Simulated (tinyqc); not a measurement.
X-ray photoelectron analysis of a thin oxide on a semiconductor: attenuation lengths, thickness, angle series and band offsets: one step, computed by the program tinyqc.

The same element is seen in the oxide and in the substrate, at nearly the same kinetic energy; films are flat and uniform, and the work function is ignored.

Task: Peak ratio. R_0 = (rho_o/M_o) L_o/((rho_s/M_s) L_s); peak ratio R = I_ox/I_sub = R_0 [exp(d/(L_o cos theta)) - 1]; hence d = L_o cos theta ln(1 + R/R_0). A carbon layer weakens both peaks alike, by exp(-d_C/(L_o cos theta)) if its L is taken equal to L_o. This R_0 leaves out intrinsic losses from the substrate peak, so calibrated values can be larger.

Inputs (values chosen for the exercise, modelled on SiO2 on 4H-SiC):
```
quantity                        value     unit
oxide density                    2.21   g/cm^3
oxide formula mass              60.08    g/mol
substrate density                3.21   g/cm^3
substrate formula mass           40.1    g/mol
oxide thickness d                 7.1       nm
emission angle from the normal      0  degrees
carbon overlayer                  0.8       nm
```

L in the oxide = 3.511690 nm

L in the substrate = 2.656320 nm

Give: R_0; d/(L_o cos theta); ratio R; oxide share of the counts; attenuation by carbon; depth 3 L_o cos theta.

Result:

R_0 = 0.6075

d/(L_o cos theta) = 2.022

ratio R = 3.980

oxide share of the counts = 0.7992

attenuation by carbon = 0.7963

depth 3 L_o cos theta = 10.54 nm
